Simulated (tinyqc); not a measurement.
# Trench capacitor in an array: capacitance, non-linearity, leakage and relaxation: charge lost after writing

A film between two metal electrodes, each interface adding a series capacitance ci. The small-signal permittivity is ek (1 + aq E^2); the field is found with the linear permittivity. Leakage J = J0 sinh(E/Ef). After a voltage step the film passes a relaxation current kr C V tt^(-nr), tt being the time in seconds. The sidewall is a coaxial capacitor with radii a = dm/2 - t and b = dm/2, depth AR dm; the end face is left out.

Planar film: Cf = eps0 ek/t, 1/C = 1/Cf + 2/ci, EOT = 3.9 eps0/C, effective permittivity C t/eps0, E = (V/t) C/Cf. A capacitor written for t0 and then left open loses, as a share of C V, kr (tt^(1 - nr) - t0^(1 - nr))/(1 - nr) by relaxation and J tt/(C V) by leakage; both are taken as small, and rows far outside that range are left out.

Values chosen for this exercise; permittivity of the order of that of titanium dioxide:
- ek = 73.4 (relative permittivity of the film)
- t = 12 nm (film thickness)
- ci = 1000 uF/cm^2 (capacitance of each electrode interface (dead layer and screening))
- aq = 0.03 cm^2/MV^2 (quadratic field coefficient of the permittivity)
- V = 0.9 V (bias)
- nr = 0.991 (exponent of the relaxation current)
- kr = 0.00093 (strength of the relaxation)
- J0 = 6.9e-10 A/cm^2 (leakage prefactor)
- Ef = 0.37 MV/cm (field for an e-fold rise of the leakage)
- t0 = 1e-7 s (duration of the write pulse)

Constants: eps0 = 8.8541878128e-14 F/cm where lengths are in cm. Results are converted to the units shown.

The same in every row: leakage current (nA/cm^2) = 2.5163.

Result of one run:

| tt (s) | relaxation current (nA/cm^2) | loss by relaxation (%) | loss by leakage (%) | total loss (%) |
|---|---|---|---|---|
| 1e-6 | 3.9601e6 | 0.18716 | 5.2185e-8 | 0.18716 |

What becomes of these results when the time since the start of the write pulse tt is changed from 1e-6 to 0.001 s, all else the same?

Result of the changed run:

| tt (s) | relaxation current (nA/cm^2) | loss by relaxation (%) | loss by leakage (%) | total loss (%) |
|---|---|---|---|---|
| 0.001 | 4214.2 | 0.77247 | 5.2185e-5 | 0.77252 |

The whole series:

| tt (s) | relaxation current (nA/cm^2) | loss by relaxation (%) | loss by leakage (%) | total loss (%) |
|---|---|---|---|---|
| 1e-6 | 3.9601e6 | 0.18716 | 5.2185e-8 | 0.18716 |
| 1e-5 | 4.0431e5 | 0.37823 | 5.2185e-7 | 0.37823 |
| 0.0001 | 41277 | 0.57331 | 5.2185e-6 | 0.57332 |
| 0.001 | 4214.2 | 0.77247 | 5.2185e-5 | 0.77252 |
| 0.01 | 430.24 | 0.97580 | 5.2185e-4 | 0.97633 |
| 0.1 | 43.925 | 1.1834 | 0.0052185 | 1.1886 |
| 1 | 4.4845 | 1.3953 | 0.052185 | 1.4475 |
| 10 | 0.45784 | 1.6117 | 0.52185 | 2.1336 |
| 100 | 0.046742 | 1.8326 | 5.2185 | 7.0511 |

The two currents are equal at tt = 1.79 s. The loss by relaxation grows from 0.187 to 1.83 %, by 0.191 points over the first decade and 0.221 over the last, while the loss by leakage grows tenfold a decade. Leakage is the larger loss for tt = 100 s. For tt = 100 the falling voltage would already cut the leakage, so the linear estimate overstates the loss.

tinyqc, about 0.01 s, one thread, Intel Xeon 2.30GHz (shared host): `OMP_NUM_THREADS=1 python tinyqc.py 2102143 2102144 out.jsonl`
